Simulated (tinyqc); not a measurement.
Worked calculation: plane-wave Kohn-Sham cycle with exchange-only LDA in a layered model solid. Computed by tinyqc, a small Python program that keeps every step. Settings: points = 16, plane-wave index or count = 2, electrons = 2, k points = 4, area = 38.0, mixing = 0.1, iteration cap = 80, Kerker q0 = 0.58. Command: `OMP_NUM_THREADS=1 python tinyqc.py 24194 24195 out.jsonl` (the two numbers bound the seeds that draw the settings). One thread of a shared host (Intel(R) Xeon(R) Processor @ 2.60GHz), about 0.03 s of CPU time with the checks. Later iterations appear only in the table of the cycle.

## Iteration 1: potential

A solid whose potential varies along x alone (atomic units):
```
parameter                      value
period a                   10.300000
cross-section of the cell  38.000000
electrons per cell                 2
grid points                       16
plane waves -n..n, n               2
k points                           4
V1 in V1 cos(2 pi x/a)     -0.620000
V2 in V2 cos(4 pi x/a)     -0.020000
```

density at the start, on the grid x_j = j a/N (e/bohr^3): 0.00510986  0.00510986  0.00510986  0.00510986  0.00510986  0.00510986  0.00510986  0.00510986  0.00510986  0.00510986  0.00510986  0.00510986  0.00510986  0.00510986  0.00510986  0.00510986

V_H(G) = 4 pi rho(G)/G^2 for G != 0 (uniform background); v_x = -(3 rho/pi)^(1/3); V = V_ext + V_H + v_x; Fourier components f(G_m) = (1/N) sum_j f(x_j) exp(-i G_m x_j).

Potentials on the grid (hartree):
```
x             V_ext       V_H        v_x          V
0.000000  -0.640000  0.000000  -0.169613  -0.809613
0.643750  -0.586947  0.000000  -0.169613  -0.756561
1.287500  -0.438406  0.000000  -0.169613  -0.608020
1.931250  -0.223122  0.000000  -0.169613  -0.392735
2.575000   0.020000  0.000000  -0.169613  -0.149613
3.218750   0.251406  0.000000  -0.169613   0.081792
3.862500   0.438406  0.000000  -0.169613   0.268793
4.506250   0.558663  0.000000  -0.169613   0.389050
5.150000   0.600000  0.000000  -0.169613   0.430387
5.793750   0.558663  0.000000  -0.169613   0.389050
6.437500   0.438406  0.000000  -0.169613   0.268793
7.081250   0.251406  0.000000  -0.169613   0.081792
7.725000   0.020000  0.000000  -0.169613  -0.149613
8.368750  -0.223122  0.000000  -0.169613  -0.392735
9.012500  -0.438406  0.000000  -0.169613  -0.608020
9.656250  -0.586947  0.000000  -0.169613  -0.756561
```

V(G_m), m = 0, 1, 2, ... (hartree): -0.169613  -0.310000  -0.010000  0.000000  0.000000

## Iteration 1: Hamiltonian at one k

k = 0.125000 2 pi / a

H(m,m') = (k + G_m)^2/2 delta + V(G_m - G_m'), with V(-G) = V(G).

H (hartree), lower triangle:
```
           -2         -1         +0         +1        +2
-2   0.484507
-1  -0.310000  -0.027160
+0  -0.010000  -0.310000  -0.166706
+1   0.000000  -0.010000  -0.310000   0.065870
+2   0.000000   0.000000  -0.010000  -0.310000  0.670568
```

## Iteration 1: levels at that k

Diagonalise the Hermitian matrix.

eigenvalues (hartree): -0.568146  -0.113249  0.238356  0.652521  0.817596

## Iteration 1: new density

Motion across x is left out: the lowest 1 band(s) hold two electrons at each of the k points (j + 1/2)/nk - 1/2. Residual R = rho(out) - rho(in); rho(new) = rho(in) + 0.1 R, with R(G) scaled by G^2/(G^2 + 0.58^2) (Kerker). rho(out) = 2/(a A nk) sum |psi|^2 with psi = sum c exp(i G x). Harris energy E = band energy - dV sum rho (V_H/2 + v_x) + (3/4) dV sum rho v_x with rho(in), dV = a A/N, band energy = (2/nk) sum of the filled levels.

rho(out) (e/bohr^3): 0.01879207  0.01603860  0.00985288  0.00419547  0.00115936  0.00019402  0.00002266  0.00001136  0.00001704  0.00001136  0.00002266  0.00019402  0.00115936  0.00419547  0.00985288  0.01603860

density after iteration 1 (e/bohr^3): 0.00600218  0.00578640  0.00531868  0.00493400  0.00478989  0.00481017  0.00486846  0.00490887  0.00492265  0.00490887  0.00486846  0.00481017  0.00478989  0.00493400  0.00531868  0.00578640

energy per cell = -1.04984549 hartree

## Iteration 2: potential

As before.

Potentials on the grid (hartree):
```
x             V_ext        V_H        v_x          V
0.000000  -0.640000   0.017778  -0.178962  -0.801184
0.643750  -0.586947   0.015552  -0.176791  -0.748186
1.287500  -0.438406   0.009917  -0.171893  -0.600382
1.931250  -0.223122   0.003154  -0.167645  -0.387613
2.575000   0.020000  -0.002804  -0.165996  -0.148801
3.218750   0.251406  -0.007168  -0.166230   0.078007
3.862500   0.438406  -0.009986  -0.166899   0.261521
4.506250   0.558663  -0.011538  -0.167360   0.379766
5.150000   0.600000  -0.012031  -0.167516   0.420453
5.793750   0.558663  -0.011538  -0.167360   0.379766
6.437500   0.438406  -0.009986  -0.166899   0.261521
7.081250   0.251406  -0.007168  -0.166230   0.078007
7.725000   0.020000  -0.002804  -0.165996  -0.148801
8.368750  -0.223122   0.003154  -0.167645  -0.387613
9.012500  -0.438406   0.009917  -0.171893  -0.600382
9.656250  -0.586947   0.015552  -0.176791  -0.748186
```

V(G_m), m = 0, 1, 2, ... (hartree): -0.169507  -0.305069  -0.010394  -0.000354  -0.000038

## Iteration 2: Hamiltonian at one k

k = 0.125000 2 pi / a

As before.

H (hartree), lower triangle:
```
           -2         -1         +0         +1        +2
-2   0.484614
-1  -0.305069  -0.027054
+0  -0.010394  -0.305069  -0.166600
+1  -0.000354  -0.010394  -0.305069   0.065977
+2  -0.000038  -0.000354  -0.010394  -0.305069  0.670675
```

## Iteration 2: levels at that k

As before.

eigenvalues (hartree): -0.560550  -0.108929  0.236173  0.647749  0.813169

## Iteration 2: new density

As before.

rho(out) (e/bohr^3): 0.01875289  0.01601395  0.00985608  0.00421367  0.00117407  0.00019996  0.00002417  0.00001187  0.00001736  0.00001187  0.00002417  0.00019996  0.00117407  0.00421367  0.00985608  0.01601395

density after iteration 2 (e/bohr^3): 0.00682987  0.00641707  0.00552077  0.00477989  0.00449697  0.00452950  0.00463732  0.00471299  0.00473889  0.00471299  0.00463732  0.00452950  0.00449697  0.00477989  0.00552077  0.00641707

energy per cell = -1.03527637 hartree

## Convergence

Stop when sqrt(dV sum R^2) is below 1e-8, dV = a A/N.

Course of the cycle:
```
iteration  E (hartree)  norm of the residual
1          -1.04984549              1.29e-01
2          -1.03527637              1.21e-01
3          -1.02178554              1.14e-01
4          -1.00943781              1.07e-01
5          -0.99822253              1.01e-01
6          -0.98809040              9.46e-02
7          -0.97897304              8.89e-02
8          -0.97079384              8.36e-02
9          -0.96347414              7.86e-02
10         -0.95693676              7.39e-02
11         -0.95110802              6.96e-02
...                ...                   ...
70         -0.90739783              2.34e-03
71         -0.90740387              2.21e-03
72         -0.90740967              2.09e-03
73         -0.90741523              1.98e-03
74         -0.90742054              1.87e-03
75         -0.90742560              1.77e-03
76         -0.90743040              1.67e-03
77         -0.90743495              1.58e-03
78         -0.90743924              1.50e-03
79         -0.90744330              1.41e-03
80         -0.90744711              1.34e-03
```

Not converged within 80 iterations: the residual falls steadily but slowly, by a factor of about 0.95 a step. Reruns (cap 100 unless said): mixing 0.5, Kerker q0 1.0: not converged; mixing 0.3, Pulay depth 5: converged in 11 (E = -0.90750); the original settings with a cap of 400: converged in 295 (E = -0.90750).
